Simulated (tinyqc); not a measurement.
Convergence with the plane-wave basis: k.p theory built from an empirical-pseudopotential calculation at Gamma.

Empirical pseudopotential on the fcc lattice, atoms at +/- tau, tau = a (1,1,1)/8, no spin-orbit coupling. H(G,G') = c (2 pi/a)^2 |k + G|^2 delta + VS(q) cos(q.tau) + i VA(q) sin(q.tau), q = G - G', c = hbar^2/2m0; k and G in units of 2 pi/a; VS at |q|^2 = 3, 8, 11 and VA at 3, 4, 11, in rydberg, zero elsewhere. The basis holds all G with |G|^2 up to a cut-off. Energies are counted from the fourth level at Gamma.

For a multiplet A of d_A states, W(B) = (4 c/(3 d_A)) sum over n in A, m in B and i = x, y, z of |<n|G_i|m>|^2 (G in 1/angstrom, <n|G_i|m> = sum_G c_n(G)* G_i c_m(G)); the mean inverse mass of A is 1 + sum_B W(B)/(E_A - E_B). Multiplets with W = 0 are left out.

Valence parameters: D(u) = c + 4 c^2 sum_m <n|u.G|m><m|u.G|n'>/(0 - E_m) on the valence triplet, in units of c, has eigenvalues L, M, M along [100] and (L + 2M + 2N)/3, (L + 2M - N)/3 twice along [111]; g1 = -(L + 2M)/3, g2 = -(L - M)/6, g3 = -N/6.

Constants: hbar^2/2m0 = 3.80998211 eV angstrom^2; Ry = 13.60569312 eV.

Inputs chosen for the exercise (out of a larger set: near those of ZnSe; not measured data):
```
symbol  value                   unit      meaning
a       5.652                   angstrom  lattice constant
VS      (-0.228, 0.031, 0.061)  Ry        symmetric form factors
VA      (0.18, 0.118, 0.03)     Ry        antisymmetric form factors
```

E_s is the lowest empty singlet, Ep its W to the valence triplet, m its mass.

Results:
```
cut-off  plane waves  E_s (eV)  Ep (eV)  m (m0)    g1    g2    g3
8                 27     3.238    13.48  0.1960  1.97  0.47  0.84
11                51     3.119    14.21  0.1827  2.14  0.60  0.86
12                59     3.166    14.25  0.1846  2.18  0.56  0.88
16                65     3.171    14.29  0.1845  2.19  0.56  0.87
19                89     3.178    14.30  0.1848  2.19  0.56  0.87
20               113     3.198    14.29  0.1860  2.19  0.56  0.87
24               137     3.202    14.28  0.1862  2.19  0.56  0.87
```

Against the last row, E_s errs most, by -0.082 eV, at cut-off 11, and by -0.004 eV in the last row but one. Ep varies by 5.7 % over the table and m by 7.1 %: the mass, near E_s/Ep, inherits the errors of both. Local form factors fix the converged values only roughly. The gap is a difference of two levels, so it need not converge steadily, and here it does not.

Run: tinyqc, `OMP_NUM_THREADS=1 python tinyqc.py 1051139 1051140 out.jsonl`; Intel(R) Xeon(R) Processor @ 2.30GHz, one thread, shared host; about 0.3 s of CPU time with all checks.
